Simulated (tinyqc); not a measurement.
# Area and perimeter leakage from two diodes

Inverse problem. A square diode and a finger diode leak I = JA area + JP perimeter. Find JA, JP and the side of the square at which both parts are equal.

areas (um^2): [10000, 46000]
perimeters (um): [400, 9660]
leakage currents (pA): [1.6352000, 8.2100800]

Solution. Two linear equations give JA and JP; for a square of side a, JA a^2 = 4 JP a at a = 4 JP/JA.

JA = 1.60e-8 A/cm^2
JP = 8.80e-13 A/cm
side for equal parts = 2.20 um

Program tinyqc, `OMP_NUM_THREADS=1 python tinyqc.py 2290047 2290048 out.jsonl`; Intel Xeon 2.30GHz, shared host, one thread, about 0.01 s.
